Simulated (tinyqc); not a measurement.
# Worked calculation: frequency dispersion of an accumulation capacitance by border traps, distributed model

Program tinyqc, `OMP_NUM_THREADS=1 python tinyqc.py 2202001 2202002 out.jsonl`; Intel Xeon 2.30GHz, shared host, one thread, about 0.6 s. Printed values are rounded.

Traps spread evenly through the insulator exchange electrons with the semiconductor by tunnelling, with tau(x) = t0 exp(2 ka x) at depth x from the interface. The admittance per area Y seen at depth x obeys dY/dx = -Y^2/(i w eps0 eox) + q Nb ln(1 + i w tau)/tau, with Y(0) = i w Cs and w = 2 pi f; the gate sees Y(tox) = G + i w C. Working variable y = Y/(i w), in uF/cm^2. Cox = eps0 eox/tox.

Parameters, values chosen for the exercise; permittivity close to that of aluminium oxide:
```
symbol,value,unit,meaning
eox,8.75,,relative permittivity of the insulator
tox,8.6,nm,insulator thickness
Cs,4.3,uF/cm^2,semiconductor capacitance in accumulation
Nb,7.3e19,cm^-3 eV^-1,density of border traps
ka,5.2,1/nm,decay constant of the wave function in the insulator
t0,1e-11,s,time constant of a trap at the interface
f,100,Hz,frequency
xe,2.3,nm,depth down to which the steps are taken
```

Constants: q = 1.602176634e-19 C, eps0 = 8.8541878128e-14 F/cm where lengths are in cm. Results are converted to the units shown.

## Scales and lumped estimate

Cox; trap-free value 1/(1/Cox + 1/Cs); response depth d = ln(1/(w t0))/(2 ka), where w tau = 1; lumped estimate: all traps within d act as C_bt = q Nb d placed at d/2, so C = 1/{1/[1/(1/Cs + d/(2 eps0 eox)) + C_bt] + (tox - d/2)/(eps0 eox)}.

Cox = 0.900862 uF/cm^2
trap-free C = 0.744820 uF/cm^2
d = 1.81590 nm
C_bt = 2.12386 uF/cm^2
lumped C = 0.837847 uF/cm^2

The traps within reach amount to 0.494 Cs and lie in the first 21.1 % of the insulator.

## Midpoint steps through the active depth

In terms of y: dy/dx = -y^2/(eps0 eox) + s(x), s = q Nb ln(1 + z)/z, z = i w tau. 10 midpoint steps of h = xe/10: y_half = y + (h/2) y'(x, y), y(new) = y + h y'(x + h/2, y_half).

```
point  x (nm)  s (uF/(cm^2 nm))       y (uF/cm^2)
0           0  1.16959+0.00000i  4.30000+0.00000i
1        0.23  1.16959+0.00000i  4.05524+0.00000i
2        0.46  1.16959+0.00000i  3.86207+0.00000i
3        0.69  1.16959+0.00000i  3.70797+0.00000i
4        0.92  1.16959-0.00005i  3.58398+0.00000i
5        1.15  1.16959-0.00057i  3.48351-0.00004i
6        1.38  1.16954-0.00628i  3.40164-0.00046i
7        1.61  1.16425-0.06824i  3.33450-0.00501i
8        1.84  0.82786-0.44371i  3.26713-0.05125i
9        2.07  0.12485-0.22020i  3.04749-0.12604i
10        2.3  0.01191-0.03833i  2.80318-0.12397i
```

## Capacitance and conductance at the gate

y at xe = 2.80318-0.12397i uF/cm^2

Beyond xe the traps are ignored, so 1/y(tox) = 1/y(xe) + (tox - xe)/(eps0 eox); C = Re y, G/w = -Im y, loss tangent G/(w C).

y at the gate = 0.855119-0.011516i uF/cm^2
C = 0.855119 uF/cm^2
G/w = 0.0115157 uF/cm^2
loss tangent = 0.0134667

A fine integration over the whole insulator gives C = 0.85577 and G/w = 0.01219 uF/cm^2; the coarse G/w is 5.5 % below that. The fine C is 15 % above the trap-free value, and the lumped estimate is 2.1 % below the fine result.
